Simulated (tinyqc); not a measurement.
Non-linearity against on/off ratio.

Worst-case read of an N x N array without selectors, ideal wires, unselected lines floating and all unselected cells in the low state with resistance K Ron: the sneak path is Rsn = K Ron [2/(N - 1) + 1/(N - 1)^2], in parallel with the selected cell Rc. A sense resistor Ron to ground gives Vout = Vr Ron/(Ron + Rc Rsn/(Rc + Rsn)); margin = [Vout(Rc = Ron) - Vout(Rc = ra Ron)]/Vr. Here N = 16; the columns give the margin for ra = 5, 100 and 300.

Non-linearity against on/off ratio:
```
K     Rsn/Ron  margin, ra = 5 (%)  margin, ra = 100 (%)  margin, ra = 300 (%)
1      0.1378               1.022                 1.293                 1.303
3      0.4133               5.001                 6.532                 6.589
10      1.378               15.24                 20.92                 21.15
30      4.133               24.75                 35.27                 35.70
100     13.78               30.33                 44.12                 44.70
300     41.33               32.28                 47.29                 47.92
1000    137.8               33.01                 48.48                 49.13
3000    413.3               33.23                 48.83                 49.49
```

What does the comparison show, and why?

At K = 1 the margin is 1.02 % for ra = 5 and 1.30 % for ra = 300: an on/off ratio 60.0 times larger gains a factor of only 1.28, because the sneak path (0.14 Ron) shunts the cell. Raising K to 3000 lifts the margin at ra = 100 from 1.29 to 48.8 %.

Program tinyqc, `OMP_NUM_THREADS=1 python tinyqc.py 2880041 2880042 out.jsonl`; Intel Xeon 2.30GHz, shared host, one thread, about 0.03 s.
